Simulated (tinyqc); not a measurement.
# Round nanowire with a gate all round, subbands and threshold shift from confinement: what changes with what

Undoped body with a flat potential across it, hard walls, transport along x. Three valley pairs (g = 2 each) with the longitudinal mass along x, y or z. Non-parabolicity enters the subband edges through E (1 + al E) = gamma, so E = 2 gamma/(1 + sqrt(1 + 4 al gamma)); motion within a subband is taken as parabolic with the band-edge mass. Energies are counted from the bulk band edge.

Parameters, values chosen for the exercise; masses close to those of silicon:
- T = 300 K (temperature)
- ml = 0.9 m0 (longitudinal mass)
- mt = 0.194 m0 (transverse mass)
- al = 0 1/eV (non-parabolicity)
- t = 5.3 nm (diameter)
- dl = 0.2 nm (widening of the box by penetration into the insulator)
- Cg = 1.9 uF/cm^2 (gate capacitance per area of interface)

Constants: q = 1.602176634e-19 C, kB = 1.380649e-23 J/K, hbar = 1.054571817e-34 J s, m0 = 9.1093837015e-31 kg, Vt = kB T/q, hbar^2/(2 m0) = 0.0380998212 eV nm^2. Results are converted to the units shown.

Each table varies one quantity; the others keep the values above.

## Confinement against the diameter

gamma = C (2 z/(t + dl))^2 (1/my + 1/mz)/2, z the zeros of the Bessel functions J_l (2.404826, 3.831706, 5.135622, 5.520078, ...), twofold for l > 0; the mean inverse mass is an approximation for anisotropic valleys, C = hbar^2/(2 m0). Each subband has N_k = g sqrt(2 mx m0 kB T/(pi hbar^2)); without degeneracy n = exp(EF/Vt) sum N_k exp(-E_k/Vt). Classical value Nc times pi t^2/4, Nc = sum over valleys of 2 g (m m0 kB T/(2 pi hbar^2))^1.5 with m = (mx my mz)^(1/3). Threshold shift dVT = Vt ln(classical value/sum N_k exp(-E_k/Vt)). With degeneracy n = sum N_k F((EF - E_k)/Vt), F(x) = (1/sqrt(pi)) int_0^infinity u^(-1/2) du/(1 + exp(u - x)); gate: Vg = EF + q n/(Cg P), P = pi t, summed over the 60 lowest subbands at most, with Vg counted from the value that would put EF at the bulk band edge of an empty body. The last two columns are for Vg = 0.6 V; sensitivity d(dVT)/dt by central differences between 0.99 and 1.01 times the value.

Results:
```
t (nm)  E_1 (meV)  gap to the next edge (meV)  dVT (mV)  sensitivity (mV/nm)  n/P (cm^-2)  share of the lowest subband (%)
2           570.5                       368.2     512.5               -492.9     1.092e12                            50.00
3.6         191.2                       123.4     163.4               -86.89     4.809e12                            49.23
4.7         115.0                       74.21     99.65               -37.83     5.544e12                            44.22
6.3         65.35                       42.17     60.92               -15.15     6.067e12                            33.38
8.4         37.33                       24.09     40.22               -6.313     6.418e12                            23.00
11          22.01                       14.21     29.00               -2.950     6.662e12                            15.33
15          11.95                       7.712     21.06               -1.339     6.883e12                            9.105
20          6.767                       4.367     16.29              -0.6785     7.050e12                            5.424
```

Estimate the missing row, t = 2.7 nm.

Computed row:
```
t (nm)  E_1 (meV)  gap to the next edge (meV)  dVT (mV)  sensitivity (mV/nm)  n/P (cm^-2)  share of the lowest subband (%)
2.7         328.3                       211.9     285.9               -207.4     3.452e12                            49.98
```

With this row back in the table: As t grows from 2 to 20 nm, E_1 falls from 570 to 6.77 meV and dVT falls from 513 to 16.3 mV. E_1 goes as t^(-1.84) at the thin end (-2 for a parabolic band without penetration); a thickness error of 0.2 nm moves the threshold by 99 mV in the first row and 0.14 mV in the last. The charge per interface area rises from 1.09e12 to 7.05e12 cm^-2. For t = 2, 2.7 the body is too thin for bulk effective masses to be reliable. For t = 3.6, 4.7, 6.3, 8.4, 11, 15, 20 the charge in the last two columns would bend the potential across the body noticeably, which is left out.

## Charge and subband filling against gate voltage

Same model as above.

Each subband has N_k = g sqrt(2 mx m0 kB T/(pi hbar^2)). Cq = q dn/dEF.

Charge and subband filling against gate voltage:
```
Vg (V)  EF - E_1 (eV)  n (cm^-1)  n/P (cm^-2)  share of the lowest subband (%)  Cq/(Cg P)  total C/(Cg P)
-0.06         -0.1525    2.504e4     1.504e10                            44.67    0.04897         0.04668
0.07         -0.06166    7.974e5     4.789e11                            44.41      1.478          0.5964
0.19         -0.02869    2.516e6     1.511e12                            43.75      4.144          0.8056
0.32        -0.008313    4.680e6     2.811e12                            42.80      6.682          0.8698
0.44         0.005640    6.774e6     4.069e12                            41.73      8.508          0.8948
0.56          0.01736    8.912e6     5.353e12                            40.51      9.951          0.9087
0.69          0.02857    1.126e7     6.761e12                            39.05      11.23          0.9182
0.81          0.03798    1.344e7     8.073e12                            37.64      12.25          0.9245
0.94          0.04744    1.582e7     9.502e12                            36.09      13.23          0.9297
```

What does the table show?

EF passes E_1 = 0.0913 eV at Vg = 0.388 V. The share of the lowest subband falls from 44.7 to 36.1 % and the total capacitance rises from 0.0467 to 0.930 of Cg P. In the last row 7.3 % of an added gate voltage goes into raising EF (from the last two rows). For Vg = 0.19, 0.32, 0.44, 0.56, 0.69, 0.81, 0.94 the charge would bend the potential across the body noticeably, which is left out.

Range of the model: For the strongly anisotropic y and z valleys the mean inverse mass serves only for l = 0; pairs with l > 0 really split widely.

Numbers from tinyqc (`OMP_NUM_THREADS=1 python tinyqc.py 2350066 2350067 out.jsonl`; about 0.2 s on one thread of a shared Intel Xeon 2.30GHz).
